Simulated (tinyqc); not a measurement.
# Monte Carlo simulation of one carrier in a uniform electric field, step by step

A worked calculation. Computed by tinyqc, a small Python program that keeps every step. Command: `OMP_NUM_THREADS=1 python tinyqc.py 3023370 3023371 out.jsonl mcfl walk`. One thread of a shared host (Intel(R) Xeon(R) Processor @ 2.30GHz), about 3 s of CPU time with the checks. Intermediate numbers are printed to about 6 digits and carried at full precision; extremes and crossings named in words are read from the listed rows.

The force e F acts along +z. Flights end at the constant total rate Gamma; the part of Gamma that the real rates do not fill is self-scattering, which leaves k unchanged. One valley, no impurities and no intervalley scattering.

Inputs (values chosen for the exercise, for a model polar semiconductor):

| quantity | value | unit |
|---|---|---|
| effective mass m | 0.1 | m_0 |
| static permittivity eps_s | 15.2 | - |
| high-frequency permittivity eps_inf | 13 | - |
| density rho | 4750 | kg/m^3 |
| sound velocity v_l | 3660 | m/s |
| acoustic deformation potential D_A | 9 | eV |
| optical phonon energy hbar w | 45.3 | meV |
| lattice temperature T | 300 | K |
| electric field F | 0.33 | kV/cm |
| energy E_max up to which Gamma must cover the rates | 1 | eV |
| seed of the random numbers | 47568 | - |

Crystal: polar. Band: parabolic.

starting wave vector (1/nm): -0.19  -0.0093  -0.29

Constants: k_B = 1.380649e-23 J/K; e = 1.602176634e-19 C; hbar = 1.054571817e-34 J s; m_0 = 9.1093837015e-31 kg; hbar = 6.582119569e-16 eV s; eps_0 = 8.8541878128e-12 F/m; k_B = 8.617333262e-05 eV/K.

## Total rate Gamma

Parabolic band: E = hbar^2 k^2/(2 m), speed v = hbar k/m, states per spin, volume and energy g(E) = m k/(2 pi^2 hbar^2). Masses are multiplied by m_0 and all formulas are in SI units. Phonon occupation N_q = 1/(exp(hbar w/(k_B T)) - 1). Acoustic deformation potential (elastic, equipartition, absorption and emission together): 1/tau = 2 pi k_B T D_A^2 g(E)/(hbar rho v_l^2). Polar optical, unscreened: W = e^2 w (1/eps_inf - 1/eps_s) m (1 + 2 alpha E') ln|(k + k')/(k - k')| / (4 pi eps_0 hbar^2 k), times N_q for absorption (E' = E + hbar w) and N_q + 1 for emission (E' = E - hbar w > 0), with alpha = 0 for a parabolic band; mean cosine of the angle <cos> = (k^2 + k'^2)/(2 k k') - 1/ln|(k + k')/(k - k')|. Gamma is 1.05 times the largest total rate on the grid E = (j + 1/2) E_max/400, j = 0..399.

largest total rate = 11.0838 1e12/s

energy of the largest rate = 998.75 meV

Gamma = 11.6380 1e12/s

## Flight 1

Random numbers (0.02 to 0.98, from up to 60 sets tried for early real events), one row a flight:
```
       r1      r2      r3      r4
1  0.7019  0.8605  0.5484  0.6173
2  0.4924  0.1384  0.5810  0.4193
3  0.1159  0.8153  0.5519  0.9655
4  0.2875  0.8655  0.8943  0.7885
5  0.4504  0.1315  0.4030  0.6715
6  0.8270  0.9517  0.0327  0.1178
7  0.6861  0.5619  0.2500  0.1219
```

Flight: t = -ln(r1)/Gamma; k_z grows by e F t/hbar; E follows from the band; dz = (E_end - E_start)/(e F). Use row 1 of the random numbers.

flight time t = 30.4145 fs

k at the end of the flight (1/nm): -0.190000  -0.009300  -0.288475

energy at the end = 45.4929 meV

displacement dz = -10.1841 nm

## Scattering event 1

Choice: with cumulative rates in the order acoustic, absorption, emission, the process is the first whose sum exceeds r2 Gamma; if none, self-scattering. Final state: E' = E, E + hbar w or E - hbar w gives k'. Isotropic processes: cos(theta) = 1 - 2 r3 from the z axis, phi = 2 pi r4, k' (sin theta cos phi, sin theta sin phi, cos theta). Polar processes: cos(b) = [1 + xi - (1 + 2 xi)^r3]/xi, xi = 2 k k'/(k - k')^2, b from the old direction n; new direction cos b n + sin b (cos phi e1 + sin phi e2), e1 = (z x n)/|z x n|, e2 = n x e1.

cumulative rates (1e12/s): acoustic 1.15631, absorption 2.70825, emission 3.36932

r2 Gamma = 10.0145 1e12/s

Process chosen: self-scattering

k after event 1, the start of the next flight (1/nm): -0.190000  -0.009300  -0.288475

## Flight 2

Use row 2 of the random numbers.

flight time t = 60.8750 fs

k at the end of the flight (1/nm): -0.190000  -0.009300  -0.285423

energy at the end = 44.8255 meV

displacement dz = -20.2223 nm

## Scattering event 2

The formulas are those given above.

cumulative rates (1e12/s): acoustic 1.14780, absorption 2.70200, emission 2.70200

r2 Gamma = 1.61070 1e12/s

Process chosen: absorption

k after event 2, the start of the next flight (1/nm): -0.334007  0.327956  -0.132043

## All printed flights

Drift estimate: sum dz / sum t.

Flights:

| flight | t (fs) | E at the end (meV) | dz (nm) | process | k_x (1/nm) | k_y (1/nm) | k_z (1/nm) |
|---|---|---|---|---|---|---|---|
| 1 | 30.414 | 45.4929 | -10.1841 | self-scattering | -0.190000 | -0.009300 | -0.288475 |
| 2 | 60.875 | 44.8255 | -20.2223 | absorption | -0.334007 | 0.327956 | -0.132043 |
| 3 | 185.171 | 89.2243 | -27.3107 | self-scattering | -0.334007 | 0.327956 | -0.122759 |
| 4 | 107.109 | 88.7329 | -14.8888 | self-scattering | -0.334007 | 0.327956 | -0.117389 |
| 5 | 68.536 | 88.4301 | -9.1776 | acoustic | -0.223771 | -0.416284 | 0.093463 |
| 6 | 16.322 | 88.4886 | 1.7737 | self-scattering | -0.223771 | -0.416284 | 0.094281 |
| 7 | 32.371 | 88.6062 | 3.5636 | emission | -0.045093 | -0.295675 | 0.155590 |

drift estimate from these flights = -152649 m/s

4 of the 7 flights end in self-scattering. So few flights say little about the drift velocity: the estimate is noise at this length.

## Low-field mobility from the linear Boltzmann equation

On the grid E_j = (j + 1/2) hbar w/12 up to 20 k_B T + 2 hbar w, solve (sum of rates) l(E) = v(E) + W_abs <cos> l(E + hbar w) + W_em <cos> l(E - hbar w); mu_0 = e sum g v l exp(-E/k_B T)/(3 k_B T sum g exp(-E/k_B T)).

low-field mobility mu_0 = 5587.24 cm^2/(V s)

## Long runs: velocity against field

Each row: 250 carriers from a thermal start, 1600 flights each, the first half discarded, random numbers not printed; the error is the standard error over ten groups; the mean energy is taken at the ends of flights, which sample time evenly. Fields at which more than 0.02 % of the events exceed Gamma are left out.

Monte Carlo results:

| F (kV/cm) | drift velocity (1e5 m/s) | error (1e5 m/s) | mu_0 F (1e5 m/s) | mean energy (meV) | real events (%) |
|---|---|---|---|---|---|
| 0.083 | 0.00644 | 0.0140 | 0.046374 | 38.2 | 35.8 |
| 0.170 | 0.06120 | 0.0110 | 0.094983 | 38.7 | 35.8 |
| 0.330 | 0.14300 | 0.0150 | 0.184379 | 39.1 | 35.9 |
| 0.660 | 0.32600 | 0.0130 | 0.368758 | 39.7 | 36.3 |
| 1.300 | 0.62500 | 0.0097 | 0.726341 | 41.7 | 37.6 |

At the lowest field the drift velocity is 0.14 +/- 0.30 of the ohmic value mu_0 F, at the highest 0.86 +/- 0.01. The mean energy goes from 38 to 42 meV against the parabolic-band thermal value 3 k_B T/2 = 39 meV: the curve ends near the ohmic line. Only 36 to 38 % of the events are real; the rest is the price of a constant Gamma.

Checks made by the program: energy gained in the printed flights against e F dz (relative difference 6e-10).
